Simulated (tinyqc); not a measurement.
Gated two-dimensional channel with two bands, quantum capacitance: one step of the calculation.

phi is the Fermi level above the lowest band edge, in volts; Vg is counted from the gate voltage at which an empty channel would have phi = 0. The channel has no thickness; trap charge is -q Dit phi.

Problem. New phi. D1 = gv md m0 q/(pi hbar^2), D2 = g2 m2 m0 q/(pi hbar^2) per eV; n1 = D1 Vt ln(1 + exp(phi/Vt)), n2 = D2 Vt ln(1 + exp((phi - E2)/Vt)), n = n1 + n2; Cq = q dn/dphi = q [D1/(1 + exp(-phi/Vt)) + D2/(1 + exp((E2 - phi)/Vt))]. Newton: f = phi + q (n + Dit phi)/Cox - Vg, phi(new) = phi - f/(1 + (Cq + q Dit)/Cox).

Values chosen for this exercise; lowest band close to that of monolayer WSe2: temperature T = 400 K; in-plane mass md = 0.338 m0; valley degeneracy gv = 2; in-plane mass of a second band, chosen freely m2 = 0.65 m0; valley degeneracy of that band, chosen freely g2 = 4; second band edge above the first E2 = 0.18 eV; density of traps Dit = 0 cm^-2 eV^-1; gate voltage Vg = 0.1 V.

Constants: q = 1.602176634e-19 C, kB = 1.380649e-23 J/K, hbar = 1.054571817e-34 J s, m0 = 9.1093837015e-31 kg, Vt = kB T/q. Results are converted to the units shown.

phi after iteration 1 = -0.033828226 V
Cox = 1.3281282 uF/cm^2

Wanted: n1; n2; Cq; f; phi after iteration 2.

Solution.

n1 = 3.0982e12 cm^-2
n2 = 7.5639e10 cm^-2
Cq = 12.685 uF/cm^2
f = 0.24905 V
phi after iteration 2 = -0.057432 V

Program tinyqc, `OMP_NUM_THREADS=1 python tinyqc.py 2200045 2200046 out.jsonl`; Intel Xeon 2.30GHz, shared host, one thread, about 0.01 s.
